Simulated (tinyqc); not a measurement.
# Trench capacitor in an array: capacitance, non-linearity, leakage and relaxation: effects of single changes

A film between two metal electrodes, each interface adding a series capacitance ci. The small-signal permittivity is ek (1 + aq E^2); the field is found with the linear permittivity. Leakage J = J0 sinh(E/Ef). After a voltage step the film passes a relaxation current kr C V tt^(-nr), tt being the time in seconds. The sidewall is a coaxial capacitor with radii a = dm/2 - t and b = dm/2, depth AR dm; the end face is left out.

Inputs (values chosen for the exercise); permittivity of the order of that of zirconium oxide:
```
symbol,value,unit,meaning
ek,35.3,,relative permittivity of the film
t,4.3,nm,film thickness
ci,1000,uF/cm^2,capacitance of each electrode interface (dead layer and screening)
aq,0.015,cm^2/MV^2,quadratic field coefficient of the permittivity
V,1.3,V,bias
nr,0.989,,exponent of the relaxation current
kr,0.0052,,strength of the relaxation
J0,7.1e-10,A/cm^2,leakage prefactor
Ef,0.28,MV/cm,field for an e-fold rise of the leakage
dm,39,nm,diameter of the hole
AR,30,,"aspect ratio, depth over diameter"
pt,79,nm,pitch of the square array
rho,1000,uohm cm,resistivity of the inner electrode
t0,1e-8,s,duration of the write pulse
```

Constants: eps0 = 8.8541878128e-14 F/cm where lengths are in cm. Results are converted to the units shown.

Each table varies one quantity; the others keep the values above.

## Capacitance, non-linearity and leakage against thickness

Planar film: Cf = eps0 ek/t, 1/C = 1/Cf + 2/ci, EOT = 3.9 eps0/C, effective permittivity C t/eps0, E = (V/t) C/Cf; quadratic coefficient [C(V)/C - 1]/V^2 with Cf (1 + aq E^2) in C(V).

Capacitance, non-linearity and leakage against thickness:

| t (nm) | C (uF/cm^2) | EOT (nm) | effective permittivity | E (MV/cm) | quadratic coefficient (ppm/V^2) | J (A/cm^2) |
|---|---|---|---|---|---|---|
| 3.2 | 9.5801 | 0.36045 | 34.624 | 3.9847 | 1.3760e5 | 5.3783e-4 |
| 4.6 | 6.7035 | 0.51512 | 34.827 | 2.7882 | 67969 | 7.4966e-6 |
| 6.7 | 4.6218 | 0.74713 | 34.974 | 1.9224 | 32480 | 3.4034e-7 |
| 9.6 | 3.2347 | 1.0675 | 35.072 | 1.3454 | 15959 | 4.3350e-8 |
| 14 | 2.2226 | 1.5536 | 35.143 | 0.92444 | 7551.0 | 9.6272e-9 |
| 20 | 1.5579 | 2.2165 | 35.190 | 0.64797 | 3715.0 | 3.5564e-9 |
| 29 | 1.0755 | 3.2109 | 35.224 | 0.44731 | 1772.1 | 1.6822e-9 |
| 42 | 0.74307 | 4.6471 | 35.248 | 0.30906 | 846.55 | 9.5282e-10 |
| 60 | 0.52038 | 6.6358 | 35.263 | 0.21644 | 415.37 | 6.0515e-10 |

Read the table: what changes, and by how much?

C falls from 9.58 to 0.520 uF/cm^2 while the effective permittivity goes from 34.6 to 35.3 (ek = 35.3). EOT is a straight line in t with slope 3.9/ek = 0.110 and intercept 0.00691 nm. The quadratic coefficient goes as t^(-1.94) between the first two rows and t^(-2.00) between the last two (-2 without interfaces), and J falls by 5.95 decades. For t = 3.2 direct tunnelling, left out, would add to the leakage.

## Cell against the film thickness

Per length 1/c = ln(b/a)/(2 pi eps0 ek) + (1/a + 1/b)/(2 pi ci); cell capacitance c AR dm; per footprint over pt^2; fields c V/(2 pi eps0 ek r) at r = a and b; resistance of the inner electrode rho AR dm/(pi a^2); time constant R C/3 of the distributed line.

Cell against the film thickness:

| t (nm) | cell capacitance (fF) | per footprint (uF/cm^2) | field at a (MV/cm) | field at b (MV/cm) | R (kohm) | R C/3 (ps) |
|---|---|---|---|---|---|---|
| 1.4 | 29.521 | 473.02 | 9.2280 | 8.5654 | 11.368 | 111.86 |
| 1.9 | 21.698 | 347.67 | 6.9752 | 6.2956 | 12.023 | 86.957 |
| 2.6 | 15.678 | 251.21 | 5.2488 | 4.5490 | 13.040 | 68.145 |
| 3.5 | 11.410 | 182.82 | 4.0346 | 3.3105 | 14.548 | 55.328 |
| 4.7 | 8.2206 | 131.72 | 3.1427 | 2.3852 | 17.002 | 46.590 |
| 6.4 | 5.7186 | 91.629 | 2.4699 | 1.6592 | 21.702 | 41.368 |
| 8.6 | 3.9201 | 62.813 | 2.0348 | 1.1374 | 31.346 | 40.960 |

As t goes from 1.4 to 8.6, the cell capacitance falls from 29.5 to 3.92 fF, the capacitance per footprint falls from 473 to 62.8 uF/cm^2, the ratio of the two fields rises from 1.08 to 1.79 and R C/3 falls from 112 to 41.0 ps; the time constant goes as t^(-0.82) between the first two rows and t^(-0.03) between the last two.

## Charge lost after writing

Planar film: Cf = eps0 ek/t, 1/C = 1/Cf + 2/ci, EOT = 3.9 eps0/C, effective permittivity C t/eps0, E = (V/t) C/Cf. A capacitor written for t0 and then left open loses, as a share of C V, kr (tt^(1 - nr) - t0^(1 - nr))/(1 - nr) by relaxation and J tt/(C V) by leakage; both are taken as small, and rows far outside that range are left out.

The same in every row: leakage current (nA/cm^2) = 1.487e4.

Charge lost after writing:

| tt (s) | relaxation current (nA/cm^2) | loss by relaxation (%) | loss by leakage (%) | total loss (%) |
|---|---|---|---|---|
| 1e-6 | 4.160e7 | 2.006 | 1.596e-4 | 2.006 |
| 1e-5 | 4.267e6 | 3.048 | 0.001596 | 3.049 |
| 0.0001 | 4.377e5 | 4.116 | 0.01596 | 4.132 |
| 0.001 | 4.489e4 | 5.212 | 0.1596 | 5.371 |
| 0.01 | 4604 | 6.336 | 1.596 | 7.932 |

The two currents are equal at tt = 0.00306 s. The loss by relaxation grows from 2.01 to 6.34 %, by 1.04 points over the first decade and 1.12 over the last, while the loss by leakage grows tenfold a decade. Relaxation is the larger loss in every row. For tt = 0.01 the falling voltage would already cut the leakage, so the linear estimate overstates the loss.

Program tinyqc, `OMP_NUM_THREADS=1 python tinyqc.py 2102045 2102046 out.jsonl`; Intel Xeon 2.30GHz, shared host, one thread, about 0.01 s.
